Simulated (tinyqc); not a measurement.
# Worked calculation: a barrier in a uniform field, exact transmission by Airy functions

Numbers from tinyqc (`OMP_NUM_THREADS=1 python tinyqc.py 2580015 2580016 out.jsonl`; about 0.01 s on one thread of a shared Intel Xeon 2.30GHz). Printed values are rounded.

The left lead has its band edge at 0, the barrier edge falls as U(x) = U0 - F x with F = V/d for 0 < x < d, and the right lead has its edge at -V. No transverse momentum; C = hbar^2/(2 m0); psi and psi'/m are continuous. M carries (psi, psi'/m) across the barrier.

Inputs (values chosen for the exercise); U0 - E and the mass are of the order of those of zirconium oxide on silicon; the mass of the right lead is set freely: mass in the left lead mL = 0.69 m0; barrier edge at x = 0 U0 = 2.01 eV; mass in the barrier m1 = 0.25 m0; electron energy E = 0.67 eV; barrier width d = 1.8 nm; voltage across the barrier V = 3.1 V; mass in the right lead mR = 1.3 m0.

Constants: q = 1.602176634e-19 C, hbar = 1.054571817e-34 J s, m0 = 9.1093837015e-31 kg, hbar^2/(2 m0) = 0.0380998212 eV nm^2. Results are converted to the units shown.

Range of the model: Masses are held fixed, although real bands cease to be parabolic a few tenths of an eV from their edges. The field of 17.2 MV/cm is more than most dielectrics sustain; the model ignores breakdown.

## Scaled variables

Energy scale e = (C F^2/m1)^(1/3), z(x) = (U(x) - E)/e, s = (dz/dx)/m1 = -F/(e m1); v = k/m in a lead. vL = sqrt(mL E/C)/mL, vR = sqrt(mR (E + V)/C)/mR.

F = 1.72222 V/nm
e = 0.767456 eV
z1 = 1.74603
z2 = -2.29329
s = -8.97626 1/nm
vL = 5.04837 1/nm
vR = 8.72444 1/nm

z2 < 0: the electron leaves the forbidden region inside the barrier.

## Airy functions at the edges

Ai and Bi solve y'' = z y, with Wronskian Ai Bi' - Ai' Bi = 1/pi.

Airy functions:
```
           Ai         Ai'         Bi         Bi'
z1  0.0508600  -0.0732059    2.44133     2.74459
z2  0.0314024    0.699586  -0.454944  0.00120022
```

## Transfer matrix

With a = Ai, a' = Ai', b = Bi, b' = Bi' at z1 (left edge) and z2 (right edge): M11 = pi (a2 b1' - b2 a1'), M12 = (pi/s)(b2 a1 - a2 b1), M21 = pi s (a2' b1' - b2' a1'), M22 = pi (b2' a1 - a2' b1).

M (M12 in nm, M21 in 1/nm):
```
          1          2
1  0.166134  0.0349297
2  -54.1482   -5.36541
```

## Transmission, exact and WKB

With M acting on (psi, psi'/m) and v = k/m in each lead, T(E) = 4 vL vR/[(vL vR M12 - M21)^2 + (vR M11 + vL M22)^2]. WKB: exp(-S), S = (4/(3 F)) sqrt(m1/C) [max(U0 - E, 0)^1.5 - max(U0 - F d - E, 0)^1.5].

T(E) = 0.0468772
S = 3.07621
exp(-S) = 0.0461340
ratio T(E)/exp(-S) = 1.01611

The exact value is 1.6 % above the WKB one.
